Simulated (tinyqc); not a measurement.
Propagation of a band-gap error through k.p and effective-mass formulas: one step. Far from the edge the relative error shrinks. Four cases, with inputs chosen for the exercise.

Task: Two-level dispersion E(k) = sqrt(E^2/4 + Ep c k^2) - E/2 at k/4, k, 4k for both gaps, c = hbar^2/2m0.
Constants: hbar^2/2m0 = 3.80998211 eV angstrom^2.

Give: Energies above the edge.

Case 1.

Values chosen (reference values near those of GaAs, gap at low temperature; the results hold for these values, not for the real material): Eg = 1.498 eV (gap at Gamma to the s-like level); Eg2 = 1.783 eV (a wrong gap, of the size a hybrid functional can give); Ep = 25.2 eV (Kane energy); k = 0.03 1/angstrom (wave vector).

Result:

Energies above the edge:
```
k (1/angstrom)  at Eg (eV)  at Eg2 (eV)  ratio
0.00750             0.0036       0.0030  0.841
0.03000             0.0556       0.0472  0.849
0.12000             0.6451       0.5841  0.905
```

The ratio tends to Eg/Eg2 = 0.84 at k = 0 and goes from 0.841 to 0.905: at large k both curves approach the same slope sqrt(Ep c), while their distance in eV grows towards |Eg - Eg2|/2.

Case 2.

Values chosen (reference values near those of ZnSe, gap at low temperature; the results hold for these values, not for the real material): Eg = 2.802 eV (gap at Gamma to the s-like level); Eg2 = 5.912 eV (a wrong gap, of the size a hybrid with far too much exact exchange can give); Ep = 24.4 eV (Kane energy); k = 0.03 1/angstrom (wave vector).

Result:

Energies above the edge:
```
k (1/angstrom)  at Eg (eV)  at Eg2 (eV)  ratio
0.00750             0.0019       0.0009  0.474
0.03000             0.0295       0.0141  0.478
0.12000             0.4160       0.2184  0.525
```

The ratio tends to Eg/Eg2 = 0.47 at k = 0 and goes from 0.474 to 0.525: at large k both curves approach the same slope sqrt(Ep c), while their distance in eV grows towards |Eg - Eg2|/2.

Case 3.

Values chosen (reference values near those of InP, gap at low temperature; the results hold for these values, not for the real material): Eg = 1.414 eV (gap at Gamma to the s-like level); Eg2 = 0.509 eV (a wrong gap, of the size a semi-local functional can give); Ep = 20.8 eV (Kane energy); k = 0.019 1/angstrom (wave vector).

Result:

Energies above the edge:
```
k (1/angstrom)  at Eg (eV)  at Eg2 (eV)  ratio
0.00475             0.0013       0.0035  2.762
0.01900             0.0200       0.0511  2.560
0.07600             0.2716       0.4683  1.725
```

The ratio tends to Eg/Eg2 = 2.78 at k = 0 and goes from 2.762 to 1.725: at large k both curves approach the same slope sqrt(Ep c), while their distance in eV grows towards |Eg - Eg2|/2.

Case 4.

Values chosen (reference values near those of InSb, gap at low temperature; the results hold for these values, not for the real material): Eg = 0.231 eV (gap at Gamma to the s-like level); Eg2 = 0.118 eV (a wrong gap); Ep = 23.7 eV (Kane energy); k = 0.022 1/angstrom (wave vector).

Result:

Energies above the edge:
```
k (1/angstrom)  at Eg (eV)  at Eg2 (eV)  ratio
0.00550             0.0113       0.0198  1.758
0.02200             0.1233       0.1582  1.283
0.08800             0.7287       0.7793  1.069
```

The ratio tends to Eg/Eg2 = 1.96 at k = 0 and goes from 1.758 to 1.069: at large k both curves approach the same slope sqrt(Ep c), while their distance in eV grows towards |Eg - Eg2|/2.

Computed by tinyqc, one run a case: `OMP_NUM_THREADS=1 python tinyqc.py N N+1 out.jsonl` with N = 1880129, 1880390, 1880407, 1880466; one thread of a shared Intel(R) Xeon(R) Processor @ 2.30GHz, about 0.01 s a run at most.
